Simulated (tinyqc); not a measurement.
Raising the sheet density: Gamma, L and X subbands of a thin body with non-parabolic valleys.

Hard walls, flat band, c = hbar^2/2m0, energies from the bulk Gamma edge. For a valley at angle theta to the normal 1/m_z = cos^2/ml + sin^2/mt and m_d = sqrt(ml mt^2/m_z). Subband n starts at E_v + e with e (1 + a e) = c (n pi/t)^2/m_z, and its density-of-states mass is taken as m_d (1 + 2 a e), without further growth at higher in-plane energy. Groups are named by valley and degeneracy.

n_i = g m/(2 pi c) kB T ln(1 + exp((EF - E_i)/kB T)), sum n_i = Ns (1e12/cm^2 = 1e-4/angstrom^2), c = hbar^2/2m0. Quantum capacitance Cq = 1602.176634 sum g m/(2 pi c) f_i in microfarad/cm^2 with f_i = 1/(1 + exp((E_i - EF)/kB T)); Cox = 34.5313/eot (one gate); C/Cox = Cq/(Cq + Cox), the centroid term left out.

Constants: hbar^2/2m0 = 3.80998211 eV angstrom^2; kB = 8.617333262e-05 eV/K.

Inputs chosen for the exercise (near those of a thin InP channel; shifted at random, so the results belong to these values and not to a real crystal): face = 111 (surface); mG = 0.0789 m0 (Gamma mass); aG = 0.61 1/eV (Gamma non-parabolicity); EL = 0.599 eV (L edge above Gamma); mL = (1.578, 0.1) m0 (L valleys (four, along <111>): ml, mt); EX = 1.024 eV (X edge above Gamma); mX = (0.899, 0.267) m0 (X valleys (three, along <100>): ml, mt); aS = 0.43 1/eV (non-parabolicity of L and X); t = 26 angstrom (body thickness); T = 300 K (temperature); eot = 8 angstrom (equivalent oxide thickness); Nl = (0.5, 1, 2, 4, 7, 11, 16) x 1e12/cm^2 (sheet densities).

Fixed thickness, n = 1 to 8 of all groups; the gate overdrive above the lowest edge is (EF - E_lowest)/e + 0.1602177 Ns/Cox in volts.

Results:
```
Ns (1e12/cm^2),EF - lowest (eV),Gamma share (%),Cq,C/Cox,overdrive (V)
0.5,-0.023,98.1,2.62,0.378,-0.004
1.0,0.000,97.8,4.50,0.511,0.037
2.0,0.028,96.8,6.90,0.615,0.102
4.0,0.067,93.4,9.57,0.689,0.215
7.0,0.110,85.7,12.81,0.748,0.370
11.0,0.154,76.3,15.88,0.786,0.563
16.0,0.200,68.0,19.22,0.817,0.794
```

What can be read from this table?

The lowest subband is G1 n=1. At the highest density band filling takes 0.200 V of the 0.794 V overdrive. Cq grows from 2.6 to 19.2 microfarad/cm^2, helped by heavier valleys that begin to fill: the Gamma share falls from 98 % to 68 %.

Run: tinyqc, `OMP_NUM_THREADS=1 python tinyqc.py 1251478 1251479 out.jsonl`; Intel(R) Xeon(R) Processor @ 2.30GHz, one thread, shared host; about 0.02 s of CPU time with all checks.
